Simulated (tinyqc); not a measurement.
# Internal loss and injection efficiency from two cavity lengths

Question. The differential efficiency of both facets obeys 1/eta_d = (1/eta)[1 + 2 ai Lc/ln(1/(R1 R2))]. Find eta and ai.

Inputs (values chosen for the exercise): front reflectance R1 = 0.3; back reflectance R2 = 0.9.

differential efficiency at Lc = 250 and 625 um: 0.74850041  0.58494011

Solution. 1/eta_d is linear in Lc: the intercept is 1/eta, and slope over intercept is 2 ai/ln(1/(R1 R2)).

eta = 0.920
ai = 6.00 1/cm

Program tinyqc, `OMP_NUM_THREADS=1 python tinyqc.py 2840003 2840004 out.jsonl`; Intel Xeon 2.30GHz, shared host, one thread, about 0.01 s.
